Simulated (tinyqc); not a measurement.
# From one set of inputs to another, one input at a time

Model: effective-mass impurity with a central-cell term, in a basis of Slater functions. Computed by tinyqc, a small Python program. Command: `OMP_NUM_THREADS=1 python tinyqc.py 3011218 3011219 out.jsonl centralcell ladder`. One thread of a shared host (Intel(R) Xeon(R) Processor @ 2.30GHz), about 0.01 s of CPU time with the checks.

The envelope obeys H = -nabla^2 - (2/r) [Z + A exp(-kappa r)] in effective units, with kappa = a*/lambda; positive A deepens the well near the core.

The inputs printed are set A. Inputs not listed in the table keep their values of set A, so the rows need not describe a real material.

Inputs (values chosen for the exercise, with screening close to that of CdS):
```
quantity,value,unit
effective mass m,0.533,m_0
dielectric constant eps,8.72,-
charge Z of the core,1,-
central-cell strength A,5,-
central-cell range lambda,0.81,angstrom
```

Impurity: acceptor, one isotropic band.

Constants: Ry = 13.605693123 eV; a_0 = 0.529177210903 angstrom.

Method:
- Units: Ry* = Ry m/eps^2 and a* = a_0 eps/m, with m in m_0.
- kappa = a*/lambda; the hydrogenic ground state is bound by Z^2 Ry*.
- For s functions exp(-zeta r), with s = zeta_i + zeta_j: S = 2/s^3, T = zeta_i zeta_j S, V = -2 Z/s^2, W = -2 A/(s + kappa)^2; each function is normalised by dividing by sqrt(S_ii S_jj).
- Large basis: zeta_i = 0.06 x 1.6^(i-1), i = 1..22, same formulas; for p functions r exp(-zeta r): S = 24/s^5, T = zeta_i zeta_j S (centrifugal term included), V = -12 Z/s^4, W = -12 A/(s + kappa)^4; overlap eigenvalues below 1e-11 are dropped.
- Binding energies are -E Ry*; the effective quantum number is nu = Z/sqrt(-E); |psi(0)|^2 is given relative to the hydrogenic Z^3/(pi a*^3).

Each row keeps all changes above it:
```
input moved,from,to,1s binding energy (meV),2s binding energy (meV),2p binding energy (meV)
set A,-,-,168.9,30.66,23.86
central-cell range lambda (angstrom),0.81,0.87,188.2,31.91,23.86
effective mass m (m_0),0.533,0.452,127.2,24.82,20.23
dielectric constant eps,8.72,15.1,30.4,7.14,6.74
central-cell strength A,5,3.8,29.2,7.02,6.74
```

1s binding energy goes from 169 to 29.2, a factor 0.173 in all. The largest single move comes from dielectric constant eps (a factor 0.239). 2s binding energy goes from 30.7 to 7.02, a factor 0.229 in all. The largest single move comes from dielectric constant eps (a factor 0.288). 2p binding energy goes from 23.9 to 6.74, a factor 0.283 in all. The largest single move comes from dielectric constant eps (a factor 0.333). The single moves hold for this order of the switches; the total does not depend on the order.

Caution (rows set A, central-cell range lambda, effective mass m): the density at the core is many times hydrogenic, so the result hangs on the model potential inside one cell, where the envelope picture is weak.

Extremes, crossings and ranges named in words are read from the listed rows.
